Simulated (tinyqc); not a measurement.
Input admittance of a MOSFET at zero drain bias: distributed channel and distributed gate: two steps of the calculation.

Source and drain grounded, strong inversion, w = 2 pi f, Cox = eps0 eox/tox. The channel is an RC line of resistance 1/(mu Cox Vo) per square fed from both ends, so one finger has the intrinsic admittance y = i w Cox L tanh(g)/g per width, g = (1/2) sqrt(i w tau), tau = L^2/(mu Vo). The vertical resistance rv/L is in series with y, the overlaps 2 i w Cov in parallel: y_t = 1/(1/y + rv/L) + 2 i w Cov. The gate strip is a line of Rsh/L per length loaded by y_t, so a finger has Y = y_t Wf tanh(k)/k, k = (Wf/sd) sqrt(y_t Rsh/L); the device has Nf Y.

Inputs (values chosen for the exercise); values of the order met in silicon radio-frequency transistors:

| symbol | value | unit | meaning |
|---|---|---|---|
| eox | 3.9 |  | relative permittivity of the gate insulator (close to silicon dioxide) |
| tox | 1.6 | nm | insulator thickness |
| L | 0.095 | um | channel length |
| Wf | 1.4 | um | finger width |
| Nf | 32 |  | number of fingers |
| mu | 210 | cm^2/(V s) | channel mobility |
| Vo | 0.26 | V | gate overdrive |
| Rsh | 13 | ohm/square | sheet resistance of the gate |
| rv | 3.3 | ohm um^2 | vertical resistivity of the gate stack |
| sd | 2 |  | number of ends at which a finger is contacted |
| Cov | 0.19 | fF/um | overlap and fringe capacitance on each side |
| f | 23 | GHz | frequency |

Constants: eps0 = 8.8541878128e-14 F/cm where lengths are in cm. Results are converted to the units shown.

Task 1. Low-frequency resistances and capacitance. Low-frequency limits, with c = Cox L and ct = c + 2 Cov: R_strip = Rsh Wf/(3 sd^2 L Nf), R_ch = (c/ct)^2 L/(12 mu Cox Vo Wf Nf), R_vert = (c/ct)^2 rv/(L Wf Nf), C = ct Wf Nf.

Give: parts; sum; C; 1/(2 pi R C).

Result 1.

parts (ohm): strip 0.4989, channel 1.067, vertical 0.5519
sum = 2.118 ohm
C = 108.9 fF
1/(2 pi R C) = 690.1 GHz

The channel term is the largest, 50.4 % of the sum.

Task 2. Input impedance of the device. k and Y as defined; Z = 1/(Nf Y) = R + 1/(i w C); Q = |Im Z|/R; signal at the point farthest from a contact |1/cosh k|.

y_t = 8.93789+350.91691i uS/um

Wanted: k; Nf Y; R; C; Q; signal at the far point.

Result 2.

k = 0.10986+0.10709i
Nf Y = 0.524+15.714i mS
R = 2.1180 ohm
C = 108.86 fF
Q = 30.014
signal at the far point = 0.99965

Program tinyqc, `OMP_NUM_THREADS=1 python tinyqc.py 2262084 2262085 out.jsonl`; Intel Xeon 2.30GHz, shared host, one thread, about 0.01 s.
